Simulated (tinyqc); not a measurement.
# Long-channel MOSFET, surface-potential model, step by step

Program tinyqc, `OMP_NUM_THREADS=1 python tinyqc.py 2360113 2360114 out.jsonl`; Intel Xeon 2.30GHz, shared host, one thread, about 0.07 s. Printed values are rounded.

n-channel transistor on a uniformly doped p-type body, gradual-channel approximation, constant mobility, Boltzmann statistics, full ionisation. Potentials are counted from the neutral body; V is the electron quasi-Fermi potential, Vsb at the source and Vsb + Vds at the drain. Charges are magnitudes per area.

Inputs (values chosen for the exercise); material values close to those of gallium arsenide: temperature T = 300 K; band gap Eg = 1.42 eV; relative permittivity of the semiconductor eps_r = 13; conduction-band density of states at T Nc = 4.48e17 cm^-3; valence-band density of states at T Nv = 8.86e18 cm^-3; acceptor density of the body Na = 1.3e18 cm^-3; relative permittivity of the gate insulator eox = 9.06; insulator thickness tox = 8.1 nm; flat-band voltage Vfb = -1.14 V; channel mobility mu = 680 cm^2/(V s); gate width W = 10 um; gate length L = 1 um; source-body reverse bias Vsb = 0.3 V; gate-source voltage Vgs = 1.68 V; drain-source voltage Vds = 0.8 V.

Constants: q = 1.602176634e-19 C, kB = 1.380649e-23 J/K, Vt = kB T/q, eps0 = 8.8541878128e-14 F/cm where lengths are in cm. Results are converted to the units shown.

Range of the model: The surface field at the source is about 1.1 MV/cm, where quantisation and degeneracy of the inversion layer, left out here, matter. mu V/L, with V the smaller of Vds and Vgs - VT, passes 3e6 cm/s, so velocity saturation, left out here, would lower the current.

## Body potential, insulator capacitance and body factor

ni = sqrt(Nc Nv) exp(-Eg/(2 Vt)), Eg in volts; phiF = Vt ln(Na/ni); Cox = eps0 eox/tox; gamma = sqrt(2 q eps0 eps_r Na)/Cox. VT = Vfb + 2 phiF + gamma sqrt(2 phiF + Vsb), m = 1 + gamma/(2 sqrt(2 phiF + Vsb)).

ni = 2.354403e6 cm^-3
phiF = 0.6989631 V
Cox = 0.9903573 uF/cm^2
gamma = 0.6991913 V^0.5
VT = 1.169004 V
m = 1.268291

## Iteration 1: surface potential at the source by Newton steps

psi at the start (the smaller of 2 phiF + Vsb + 4 Vt and the root without inversion charge) = 1.801330 V

With V = Vsb: G = psi - Vt + Vt e, e = exp((psi - 2 phiF - Vsb)/Vt); f = Vgs + Vsb - Vfb - psi - gamma sqrt(G); f' = -1 - gamma (1 + e)/(2 sqrt(G)); psi(new) = psi - f/f'.

G = 3.186725 V
f = 0.07051564 V
f' = -11.88645
psi after iteration 1 = 1.807262 V

## Iteration 2: surface potential at the source by Newton steps

As before.

G = 3.556677 V
f = -0.005878104 V
f' = -13.91493
psi after iteration 2 = 1.806840 V

## Course of the iteration: surface potential at the source by Newton steps

Stop when psi changes by less than 1e-10 V, or after 40 iterations.

Course of the iteration:
```
iteration   psi (V)  |change| (V)
1          1.807262       5.93e-3
2          1.806840       4.22e-4
3          1.806838       2.36e-6
4          1.806838      7.36e-11
```

Converged in 4 iterations. At the end the number of correct digits about doubles with each step.

## Charges and current of the charge-sheet model

psi_0 = 1.806838 V
psi_L = 2.110489 V

psi_0 and psi_L solve Vgs + Vsb - Vfb - psi = gamma sqrt(G) at V = Vsb and Vsb + Vds. Qi = Cox gamma [sqrt(G) - sqrt(psi - Vt)], G = psi - Vt + Vt exp((psi - 2 phiF - V)/Vt), at both ends. With U = Vgs + Vsb - Vfb: drift = mu (W/L) Cox [U (psi_L - psi_0) - (psi_L^2 - psi_0^2)/2 - (2/3) gamma ((psi_L - Vt)^1.5 - (psi_0 - Vt)^1.5)]; diffusion = mu (W/L) Vt (Qi0 - QiL).

Qi0 = 376.4017 nC/cm^2
QiL = 1.921651e-6 nC/cm^2
drift current = 387.5778 uA
diffusion current = 66.16902 uA
drain current = 453.7468 uA

Drift carries 85.4 % of the current. The drain end is pinched off: its charge is under 1 % of that at the source.

## Inversion charge along the channel

V, point 0 to 10 (V): 0.3  0.38  0.46  0.54  0.62  0.7  0.78  0.86  0.94  1.02  1.1

The surface potential psi at channel potential V solves Vgs + Vsb - Vfb - psi = gamma sqrt(G), G = psi - Vt + Vt exp((psi - 2 phiF - V)/Vt). Charge sheet: Qi = Cox gamma [sqrt(G) - sqrt(psi - Vt)]. Pao-Sah: Qi = (Cox gamma/2) integral from 3 Vt to psi of exp((u - 2 phiF - V)/Vt)/sqrt(G(u, V)) du.

```
point   psi (V)  Qi, charge sheet (nC/cm^2)  Qi, Pao-Sah (nC/cm^2)
0      1.806838                    376.4017               378.9472
1      1.879134                    286.2326               288.1330
2      1.949147                    199.2539               200.5553
3      2.014954                    117.7905               118.5490
4      2.071331                    48.21425               48.52121
5      2.104105                    7.854127               7.903822
6      2.110123                   0.4500210              0.4528652
7      2.110472                  0.02066390             0.02079449
8      2.110488                 9.365767e-4            9.424956e-4
9      2.110489                 4.242432e-5            4.269242e-5
10     2.110489                 1.921651e-6            1.933795e-6
```

At the source the charge-sheet charge is 0.67 % below the Pao-Sah one.

## Pao-Sah current by Simpson's rule

I = mu (W/L) integral of Qi dV; Simpson's rule on the 11 points, step Vds/10, weights 1, 4, 2, ..., 4, 1 times step/3.

Pao-Sah current = 459.9401 uA

Gauss-Legendre quadrature on many points gives 460.2 uA, so this value is 0.056 % below it; the charge-sheet current, 453.7 uA, is 1.4 % below it.
